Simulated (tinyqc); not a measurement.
Carrier lifetime of an n-type layer with SRH, radiative, Auger and surface recombination: one step of the calculation.

Uniform excess density dn = dp (no trapping), n = n0 + dn, p = p0 + dn, Boltzmann statistics, full ionisation. Surfaces enter as a rate 2 S dn/d, which holds while diffusion to them is fast.

Problem. Equilibrium densities and SRH constants. ni = sqrt(Nc Nv) exp(-Eg/(2 Vt)), Eg in volts; majority density N/2 + sqrt(N^2/4 + ni^2), n0 p0 = ni^2; n1 = Nc exp(-Et/Vt), p1 = Nv exp((Et - Eg)/Vt); tn0 = 1/(sn vth Nt), tp0 = 1/(sp vth Nt).

Values chosen for this exercise; band and dielectric values close to those of silicon: temperature T = 350 K; band gap Eg = 1.13 eV; conduction-band density of states at T Nc = 3.49e19 cm^-3; valence-band density of states at T Nv = 3.38e19 cm^-3; donor density N = 4.2e17 cm^-3; trap density Nt = 3.3e10 cm^-3; capture cross-section for electrons sn = 5e-17 cm^2; capture cross-section for holes sp = 1e-17 cm^2; thermal velocity (both carriers) vth = 1.2e7 cm/s; trap level below the conduction band Et = 0.34 eV.

Constants: q = 1.602176634e-19 C, kB = 1.380649e-23 J/K, Vt = kB T/q. Results are converted to the units shown.

Find: ni; n0; p0; n1; p1; tn0; tp0.

Solution.

ni = 2.513e11 cm^-3
n0 = 4.200e17 cm^-3
p0 = 1.504e5 cm^-3
n1 = 4.437e14 cm^-3
p1 = 1.424e8 cm^-3
tn0 = 0.05051 s
tp0 = 0.2525 s

tinyqc, about 0.01 s, one thread, Intel Xeon 2.30GHz (shared host): `OMP_NUM_THREADS=1 python tinyqc.py 2300140 2300141 out.jsonl`
